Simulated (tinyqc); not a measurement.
Raising U: Hubbard chain of 2 sites, mean field against exact. Computed by the program tinyqc. Collinear unrestricted mean field (the lowest of 40 random starts) against exact diagonalisation.

one-body matrix (hopping and site energies) (eV):
```
,1,2
1,0.1100,-1.3400
2,-1.3400,-0.1100
```

electrons, up and down: 1  1

Exact and mean-field results (eV):
```
U,U/t,E exact,E mean field,mean |n_up - n_down|,"double occupancy, exact",first gap in the sector
0.670,0.500,-2.37283,-2.35222,0.000,0.220,2.373
1.340,1.000,-2.09782,-2.01602,0.000,0.190,2.098
2.680,2.000,-1.65942,-1.34451,1.70e-04,0.139,1.659
4.020,3.000,-1.34181,-0.89519,0.744,0.100,1.342
5.360,4.000,-1.11119,-0.67090,0.866,0.073,1.111
8.040,6.000,-0.81190,-0.44697,0.943,0.042,0.812
10.720,8.000,-0.63289,-0.33513,0.968,0.026,0.633
16.080,12.000,-0.43498,-0.22337,0.986,0.013,0.435
26.800,20.000,-0.26539,-0.13401,0.995,4.86e-03,0.265
```

What does the comparison show, and why?

In absolute terms mean field is worst at U/t = 3.0, 0.447 eV too high: at small U it is nearly exact, and at large U it misses only exchange-scale energies. Its local moments set in at U/t = 3.0 of those listed, a broken symmetry that the exact state of a finite cluster with equal spins does not have. Relative to the exact energy its error is 0.9 % at the smallest U, 50 % at most and 50 % at the largest. The double occupancy falls from 0.220 to 0.005.
